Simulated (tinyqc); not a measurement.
Inside a calculation. Model: collinear exchange A + BC -> AB + C on a London-Eyring-Polanyi-Sato surface: saddle, string of images and rate. Computed by tinyqc, a small Python program that keeps every step. Command: `OMP_NUM_THREADS=1 python tinyqc.py 3112999 3113000 out.jsonl leps walk`. One thread of a shared host (Intel(R) Xeon(R) Processor @ 2.30GHz), about 0.04 s of CPU time with the checks. Intermediate numbers are printed to about 6 digits and carried at full precision; extremes and crossings named in words are read from the listed rows.

x = r(AB), y = r(BC), r(AC) = x + y. V is counted from separated atoms, the barrier from A + BC, that is V + D(BC).

Inputs (values chosen for the exercise, bond data loosely for abstraction of hydrogen from a Ge-H bond by a hydrogen atom; the barrier is not fitted):

| quantity | value | unit |
|---|---|---|
| D(AB) | 4.78 | eV |
| r0(AB) | 0.742 | angstrom |
| beta(AB) | 1.94 | 1/angstrom |
| D(BC) | 3.66 | eV |
| r0(BC) | 1.53 | angstrom |
| beta(BC) | 1.45 | 1/angstrom |
| D(AC) | 3.68 | eV |
| r0(AC) | 1.53 | angstrom |
| beta(AC) | 1.45 | 1/angstrom |
| Sato parameter S | 0.18 | - |
| mass of A | 1.008 | u |
| mass of B | 1.008 | u |
| mass of C | 72.6 | u |
| temperature T | 700 | K |
| step of the string | 0.02 | angstrom^2/eV |

Constants: nu for 1 eV/(angstrom^2 u) = 15.6333042 THz; h x 1 THz = 4.135667696 meV; k_B = 1.380649e-23 J/K; u = 1.6605390666e-27 kg; k_B = 8.617333262e-05 eV/K.

## One point of the surface

For each pair, with u = exp(-beta (r - r0)): Q = D [(3 + S) u^2 - (2 + 6 S) u]/(4 (1 + S)), J = D [(1 + 3 S) u^2 - (6 + 2 S) u]/(4 (1 + S)); V = Q1 + Q2 + Q3 - sqrt(((J1 - J2)^2 + (J2 - J3)^2 + (J3 - J1)^2)/2). Take x = r0(AB) + 0.3 and y = r0(BC) + 0.1 angstrom.

Pair terms:

| pair | u | Q (eV) | J (eV) |
|---|---|---|---|
| AB | 0.558780 | -0.737391 | -3.11206 |
| BC | 0.865022 | -0.220833 | -3.37249 |
| AC | 0.190920 | -0.368095 | -0.90294 |

V = -3.67650 eV

## Relaxing the string

String of 9 images between the fixed ends (r0(AB) + 2, r0(BC)) and (r0(AB), r0(BC) + 2), started on the two straight legs through (r0(AB) + 0.3, r0(BC) + 0.3): each iteration moves the inner images by -step x gradient (central differences) and spaces them evenly again along the broken line (coordinates are kept between 0.2 and 8 angstrom); stop when no coordinate changes by more than 1e-5 angstrom, at most 400 iterations.

Course:

| iteration | highest inner image above A + BC (eV) | largest move (angstrom) |
|---|---|---|
| 1 | 0.224214 | 6.60209e-02 |
| 2 | 0.187717 | 5.35943e-02 |
| 3 | 0.160352 | 3.68008e-02 |
| 4 | 0.140332 | 2.15460e-02 |
| 5 | 0.126026 | 1.63037e-02 |
| 6 | 0.116113 | 1.36997e-02 |
| 7 | 0.109464 | 1.12595e-02 |
| ... | ... | ... |
| 32 | 0.098008 | 3.30820e-05 |
| 33 | 0.098009 | 2.61771e-05 |
| 34 | 0.098009 | 2.07063e-05 |
| 35 | 0.098009 | 1.63740e-05 |
| 36 | 0.098009 | 1.29448e-05 |
| 37 | 0.098009 | 1.02315e-05 |
| 38 | 0.098010 | 8.08529e-06 |

Images at the end:

| image | x (angstrom) | y (angstrom) | V + D(BC) (eV) |
|---|---|---|---|
| 0 | 2.74200 | 1.53000 | 0.00509 |
| 1 | 2.28763 | 1.53140 | 0.01432 |
| 2 | 1.83330 | 1.53736 | 0.04209 |
| 3 | 1.38074 | 1.57683 | 0.09801 |
| 4 | 0.97051 | 1.77217 | -0.24038 |
| 5 | 0.76609 | 2.16831 | -0.87915 |
| 6 | 0.74606 | 2.62127 | -1.04484 |
| 7 | 0.74307 | 3.07563 | -1.09449 |
| 8 | 0.74200 | 3.53000 | -1.11040 |

last move = 8.08529e-06 angstrom

Converged in 38 iterations.

## Saddle by Newton steps

From the highest inner image, z -> z - H^-1 g with gradient g and Hessian H by central differences, steps capped at 0.15 angstrom, 12 steps.

The first seven points:

| step | x | y | V + D(BC) (eV) | \|g\| (eV/angstrom) |
|---|---|---|---|---|
| 0 | 1.38074 | 1.57683 | 0.098010 | 7.36946e-02 |
| 1 | 1.31433 | 1.58818 | 0.099845 | 3.65989e-02 |
| 2 | 1.32857 | 1.58668 | 0.100017 | 1.67635e-03 |
| 3 | 1.32928 | 1.58661 | 0.100017 | 3.97989e-06 |
| 4 | 1.32928 | 1.58661 | 0.100017 | 0 |
| 5 | 1.32928 | 1.58661 | 0.100017 | 0 |
| 6 | 1.32928 | 1.58661 | 0.100017 | 0 |

saddle (x, y) (angstrom): 1.32928  1.58661

barrier = 0.100017 eV

Hessian (eV/angstrom^2):
```
         x        y
x  -0.9632   3.0943
y   3.0943  11.0006
```

The highest image lies 2.0 meV below the saddle. Stretches at the saddle: AB 0.587, BC 0.057 angstrom, for a reaction energy D(BC) - D(AB) = -1.12 eV: an early barrier for an exothermic step.

## Frequencies at the saddle

Wilson matrix G = [[1/m_A + 1/m_B, -1/m_B], [-1/m_B, 1/m_B + 1/m_C]]; eigenvalues lambda of G H give nu = 15.6333042 THz x sqrt(|lambda|), the negative one being imaginary. Reactant: nu_BC from k = 2 D beta^2 and 1/m_B + 1/m_C. Skew angle: cos = sqrt(m_A m_C/((m_A + m_B)(m_B + m_C))).

imaginary frequency = 28.2034 THz

real frequency at the saddle = 39.1422 THz

nu_BC = 61.5089 THz

skew angle = 45.3923 degrees

## Transition-state rate

One-dimensional rate constant without tunnelling, k = sqrt(k_B T/(2 pi mu)) [sinh(h nu_BC/(2 k_B T))/sinh(h nu_s/(2 k_B T))] exp(-barrier/(k_B T)) with mu = m_A (m_B + m_C)/(m_A + m_B + m_C); Wigner factor 1 + (h nu_i/(k_B T))^2/24; adiabatic barrier = barrier + h (nu_s - nu_BC)/2.

adiabatic barrier = 0.0537668 eV

rate constant k = 41857.9 cm/s

Wigner factor = 1.15579

Caution: the adiabatic barrier is below k_B T, so the saddle is a poor dividing surface.

## Rate against temperature

The formulas are those given above.

Rates; the last column is k_B T^2 d ln k/dT:

| T (K) | k (cm/s) | Wigner factor | activation energy (eV) |
|---|---|---|---|
| 300 | 7910 | 1.84820 | 0.066989 |
| 400 | 15465 | 1.47711 | 0.072334 |
| 550 | 28316 | 1.25236 | 0.081772 |
| 750 | 46423 | 1.13571 | 0.095418 |
| 1000 | 69151 | 1.07634 | 0.112033 |
| 1400 | 103973 | 1.03895 | 0.136218 |
| 2000 | 151254 | 1.01908 | 0.168471 |

The activation energy goes from 0.067 eV at 300 K, near the adiabatic barrier plus k_B T/2 (0.067), to 0.168 eV at 2000 K; the classical limit is the barrier plus k_B T/2 (0.186).

Checks made by the program: V for A far away against -D(BC) (relative difference below 1e-10).
